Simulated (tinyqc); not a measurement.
What moves the results: free-carrier optics of a doped semiconductor (Drude model with one polar phonon). A value that a table varies takes the place of the one given here.

eps(E) = ei [1 - Ep^2/(E^2 + i E Gam)] + (es - ei) wT^2/(wT^2 - E^2 - i E gT), with Ep^2 = 8 pi c (e^2/(4 pi eps0)) N/(m ei), c = hbar^2/2m0, N in 1/angstrom^3 (1e-24 per 1/cm^3); Gam = hbar/tau, tau = mu m m0/e with m0/e = 5.685630e-12 kg/C and mu in m^2/(V s). Energies in meV.

n + i k = sqrt(eps1 + i eps2) with k >= 0; R = ((n - 1)^2 + k^2)/((n + 1)^2 + k^2) at normal incidence from vacuum; alpha = 2 E k/(hbar c), times 1e8 for 1/cm; loss function Im(-1/eps) = eps2/(eps1^2 + eps2^2).

Constants: hbar^2/2m0 = 3.80998211 eV angstrom^2; e^2/(4 pi eps0) = 14.39964547 eV angstrom; hbar = 6.58211957e-16 eV s; hbar c = 1973.269805 eV angstrom.

Parameters, chosen for this exercise (mass and dielectric values near those of GaP; N and mu are free inputs; interband absorption and the rise of the mass with filling are left out; shifted at random, so the results belong to these values and not to a real crystal):

| symbol | value | unit | meaning |
|---|---|---|---|
| m | 0.367 | m0 | conductivity mass |
| ei | 9.33 |  | high-frequency dielectric constant |
| wT | 44.6 | meV | TO phonon |
| es | 11.17 |  | static dielectric constant |
| N | 1.7e+20 | 1/cm^3 | carrier density |
| mu | 170 | cm^2/(V s) | mobility |
| gT | 0.6 | meV | phonon damping |
| E | 776.4 | meV | photon energy |

## The coupled modes against doping

L-, L+ solve E^4 - (wL^2 + Ep^2) E^2 + Ep^2 wT^2 = 0, wL = wT sqrt(es/ei); damping left out; energies in meV.

Modes:

| N (1/cm^3) | Ep | L- | L+ | Ep sqrt(ei/es) |
|---|---|---|---|---|
| 2.0e+17 | 8.97 | 8.18 | 48.94 | 8.20 |
| 6.0e+17 | 15.54 | 14.08 | 49.24 | 14.21 |
| 2.0e+18 | 28.38 | 25.01 | 50.61 | 25.94 |
| 4.0e+18 | 40.13 | 33.36 | 53.66 | 36.68 |
| 6.0e+18 | 49.15 | 37.75 | 58.07 | 44.92 |
| 1.0e+19 | 63.46 | 41.26 | 68.60 | 58.00 |
| 2.0e+19 | 89.74 | 43.25 | 92.55 | 82.02 |
| 6.0e+19 | 155.44 | 44.21 | 156.81 | 142.06 |
| 2.0e+20 | 283.79 | 44.49 | 284.50 | 259.37 |

wL = 48.80 meV

What does this show, and why?

At low density L- follows Ep sqrt(ei/es) (8.18 against 8.20), a plasmon screened by the lattice, and L+ starts at wL. At the highest density L- has come within 0.11 meV of wT, since the carriers screen the field that lifts wL, and L+ is within 0.71 meV of Ep. The branches are closest, 20.30 meV, at 4e+18 1/cm^3 of those listed. The mass is held fixed, while in a real band it rises with filling.

## Reflectance across the plasma edge

Spectrum:

| E (meV) | eps1 | eps2 | R | alpha (1/cm) |
|---|---|---|---|---|
| 26.2 | -607.51 | 438.88 | 0.956 | 6.92e+04 |
| 78.5 | -89.71 | 23.21 | 0.949 | 7.60e+04 |
| 130.8 | -27.51 | 5.19 | 0.934 | 6.98e+04 |
| 183.1 | -9.64 | 1.91 | 0.893 | 5.79e+04 |
| 222.4 | -3.57 | 1.07 | 0.788 | 4.31e+04 |
| 261.6 | -0.01 | 0.66 | 0.186 | 1.53e+04 |
| 287.8 | 1.61 | 0.50 | 0.022 | 5.63e+03 |
| 327.1 | 3.34 | 0.34 | 0.087 | 3.06e+03 |
| 392.5 | 5.17 | 0.20 | 0.152 | 1.71e+03 |
| 523.3 | 6.99 | 0.08 | 0.203 | 829 |
| 784.9 | 8.29 | 0.02 | 0.235 | 339 |
| 1308.2 | 8.95 | 0.01 | 0.249 | 117 |

What does this show, and why?

Ep = 261.6 meV and Gam = 18.6 meV. R is 0.956 at the lowest energy and lowest, 0.022, at 287.8 meV of those listed; without damping and phonon it would vanish at Ep sqrt(ei/(ei - 1)) = 276.9 meV. At the highest energy R is 0.249, against 0.257 for ei alone. Between the last two rows alpha goes as E^-2.08, where the Drude limit far above Ep and Gam is E^-2. Inside the metallic range the phonon cuts a dip in R near L-, below wT = 44.6 meV, which the rows may miss.

## Free-carrier absorption and index change in the near infrared

At the wavelengths listed E = hc/lambda (hc = 1239.841984 eV nm). Approximate forms: alpha = ei Ep^2 Gam/(E^2 sqrt(ei) hbar c) and dn = -sqrt(ei) Ep^2/(2 E^2). The phonon term is left out here.

Free carriers:

| lambda (micrometre) | E (meV) | alpha (1/cm) | alpha, approximate | dn | dn, approximate |
|---|---|---|---|---|---|
| 1.31 | 946.4 | 228 | 220 | -0.119 | -0.117 |
| 1.55 | 799.9 | 325 | 307 | -0.168 | -0.163 |
| 2.00 | 619.9 | 564 | 512 | -0.285 | -0.272 |
| 3.00 | 413.3 | 1.48e+03 | 1.15e+03 | -0.688 | -0.612 |
| 5.00 | 248.0 | 2.67e+04 | 3.20e+03 | -2.69 | -1.70 |
| 8.00 | 155.0 | 6.48e+04 | 8.19e+03 | -2.67 | -4.35 |
| 10.60 | 117.0 | 7.17e+04 | 1.44e+04 | -2.46 | -7.64 |

What can be read from the table?

At 1.55 micrometre alpha = 325 1/cm and dn = -0.168; a phase shift of pi needs a length lambda/(2 |dn|) = 4.62 micrometre, over which the loss is 0.65 dB. The approximate alpha is within 5 % up to 1.31 micrometre of the wavelengths listed; it needs photon energies well above both Ep and Gam, which lie at 4.7 and 66.8 micrometre. Interband and intervalley absorption are left out.

## What moves the optical constants

At the energy E. Each row changes one parameter from the base and keeps the others.

Results:

| case | Ep (meV) | Gam (meV) | R | alpha (1/cm) |
|---|---|---|---|---|
| base | 261.64 | 18.56 | 0.2341 | 346 |
| N = 2.55e+20 1/cm^3 | 320.45 | 18.56 | 0.2219 | 537 |
| m = 0.4404 m0 | 238.85 | 15.46 | 0.2380 | 238 |
| mu = 102 cm^2/(V s) | 261.64 | 30.93 | 0.2341 | 577 |
| ei = 9.8 | 255.29 | 18.56 | 0.2444 | 337 |
| E = 931.7 meV | 261.64 | 18.56 | 0.2413 | 236 |

What can be read from the table?

The largest shifts from the base row, up to three for each result and ties (the steps differ in size, so this ranks the rows, not the parameters). Ep (meV): N +58.80, m -22.80, ei -6.35; unchanged at the printed digits by mu and E. Gam (meV): mu +12.37, m -3.09; unchanged at the printed digits by N, ei and E. R: N -0.0122, ei +0.0103, E +0.0072; unchanged at the printed digits by mu. alpha (1/cm): mu +230, N +191, E -110.

Computed by tinyqc, a small Python program: `OMP_NUM_THREADS=1 python tinyqc.py 1651436 1651437 out.jsonl` (the numbers bound the seed that draws the inputs); one thread of a shared host (Intel(R) Xeon(R) Processor @ 2.30GHz), about 0.01 s for the whole set of steps.
